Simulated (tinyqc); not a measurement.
Worked calculation: decay of LO phonons and the hot-phonon bottleneck in the cooling of electrons. Computed by tinyqc, a small Python program that keeps every step. Command: `OMP_NUM_THREADS=1 python tinyqc.py 3001210 3001211 out.jsonl hotphonon walk`. One thread of a shared host (Intel(R) Xeon(R) Processor @ 2.30GHz), about 0.01 s of CPU time with the checks. Intermediate numbers are printed to about 6 digits and carried at full precision; extremes and crossings named in words are read from the listed rows.

n(E, T) = 1/(exp(E/(k_B T)) - 1) is the Bose occupation. Electrons have a temperature T_e; the LO modes within their reach share one occupation N; the decay products stay at the lattice temperature.

Inputs (values chosen for the exercise, modelled on aluminium nitride):
```
quantity                                             value    unit
LO energy hbar omega                                   110     meV
lifetime at T = 0, tau_0                               1.4      ps
weight b of the three-phonon channel                  0.18       -
lattice temperature T                                  500       K
electron mass m*                                      0.31     m_0
eps_inf                                               4.69       -
static dielectric constant eps_s                      8.28       -
electron density n                                 1.7e+19  1/cm^3
density of LO modes that the electrons reach, N_m  9.6e+19  1/cm^3
power supplied per electron P                          1.5      nW
step factor                                            0.6       -
```

Decay channel: two equal phonons plus a three-phonon channel.

Constants: k_B = 8.617333262e-05 eV/K; c = 299792458 m/s; e^2/(4 pi eps_0) = 14.39964548 eV angstrom; hbar^2/(2 m_0) = 3.80998212 eV angstrom^2; hbar = 6.582119569e-16 eV s; e = 1.602176634e-19 C; k_B = 1.380649e-23 J/K.

## Lifetime and Raman width

Decay rate 1/tau = (1/tau_0) [1 + 2 n_2 + b (1 + 3 n_3 + 3 n_3^2)]/(1 + b), n_2 = n(hbar omega/2), n_3 = n(hbar omega/3). Full width Gamma = 1/(2 pi c tau) in 1/cm, c in cm/s.

thermal factor tau_0/tau = 2.25103

phonon lifetime tau = 0.621938 ps

Raman width Gamma = 8.53595 1/cm

equilibrium LO occupation N_0 = 0.0844202

Stimulated decay shortens the lifetime by 56 %.

## Spontaneous emission time

Froehlich coupling alpha = (e^2/(4 pi eps_0)) (1/eps_inf - 1/eps_s) k_0/(2 hbar omega), k_0 = sqrt(m* hbar omega/(hbar^2/(2 m_0))); emission time tau_sp = hbar/(2 alpha hbar omega); bottleneck ratio r = (n/N_m) tau/tau_sp.

alpha = 0.572448

emission time tau_sp = 5.22645 fs

bottleneck ratio r = 21.0726

r compares the rate at which electrons exchange quanta with a mode to its decay rate. Exchange outruns decay, so a hot population builds up if the power is high enough. Caution: alpha is above 1/2, so hbar/tau_sp exceeds hbar omega and the emission time, a weak-coupling result, is only rough.

## Electron and phonon temperatures in closed form

Net emission per electron: [(N + 1) x - N]/tau_sp with x = exp(-hbar omega/(k_B T_e)), a simple two-level balance; steady state of the modes: n [(N + 1) x - N]/tau_sp = N_m (N - N_0)/tau; power per electron P = hbar omega [(N + 1) x - N]/tau_sp. With p = P tau_sp/(hbar omega): N = N_0 + r p and x = (p + N)/(N + 1); without hot phonons N = N_0. The mode temperature T_LO solves n(hbar omega, T_LO) = N.

reduced power p = 4.44831e-04

LO occupation N = 0.0937940

electron temperature T_e = 520.684 K

T_e without hot phonons = 501.031 K

mode temperature T_LO = 519.681 K

Hot phonons raise T_e by 20 K. T_LO lies close to T_e: electrons and LO modes form one hot system, cooled only by the decay.

## The same balance by iteration

Eliminating N gives P(T_e) = (hbar omega/tau_sp) [(N_0 + 1) x - N_0]/[1 + r (1 - x)]. Newton steps on ln P against ln T_e, times the step factor, each limited to 0.7 in ln T_e and to keeping a fifth of T_e - T; start at 1.5 T; stop when |ln(P/P(T_e))| < 1e-9 or after 40 steps.

Iterations:
```
step  T_e (K)  P(T_e) (nW)  ln(P/P(T_e))
0     750.000      20.9550  -2.63691e+00
1     550.000       3.7176  -9.07616e-01
2     524.444       1.7786  -1.70348e-01
3     522.004       1.5976  -6.30281e-02
4     521.188       1.5373  -2.45356e-02
5     520.882       1.5146  -9.71308e-03
6     520.763       1.5058  -3.86946e-03
7     520.716       1.5023  -1.54528e-03
8     520.697       1.5009  -6.17715e-04
...       ...          ...           ...
15    520.684       1.5000  -1.01163e-06
16    520.684       1.5000  -4.04652e-07
17    520.684       1.5000  -1.61861e-07
18    520.684       1.5000  -6.47443e-08
19    520.684       1.5000  -2.58977e-08
20    520.684       1.5000  -1.03591e-08
21    520.684       1.5000  -4.14364e-09
22    520.684       1.5000  -1.65745e-09
23    520.684       1.5000  -6.62980e-10
```

converged (1 yes, 0 no) = 1

T_e from the iteration = 520.684 K

Converged at step 23.

## Energy relaxation with and without hot phonons

P(T_e) = (hbar omega/tau_sp) [(N_0 + 1) x - N_0]/[1 + r (1 - x)], and r = 0 without hot phonons; energy relaxation time tau_E = (3/2) k_B (T_e - T)/P.

Cooling:
```
T_e (K)  P, cold phonons (nW)  P, hot phonons (nW)    ratio  tau_E (ps)          N
530                   44.2584              2.19350  20.1771    0.283243  0.0981277
580                   120.160              6.08725  19.7397    0.272172   0.122460
650                   228.437              11.9502  19.1157    0.259950   0.159099
800                   456.852              25.6666  17.7994    0.242062   0.244815
1000                  735.606              45.4272  16.1931    0.227944   0.368303
1300                  1085.11              76.5294  14.1790    0.216489   0.562665
1800                  1514.64              129.416  11.7037    0.208032   0.893160
2500                  1909.87              202.613  9.42617    0.204426    1.35059
```

Reabsorption cuts the loss by a factor 20.2 at the lowest T_e and 9.43 at the highest; the factor is 1 + r (1 - x) with r = 21.1. tau_E runs from 0.28 to 0.20 ps, with its shortest value, 0.20 ps, at T_e = 2500 K, against tau_sp = 5.2 fs and a phonon lifetime of 0.62 ps. For r (1 - x) much above 1 the loss tends to hbar omega (N_m/n)(n(hbar omega, T_e) - N_0)/tau, in which tau_sp no longer appears. Pauli blocking is left out, as are upper valleys and non-parabolic bands, which can matter above about 1000 K.

Checks made by the program: iteration against the closed form (relative difference below 1e-10).
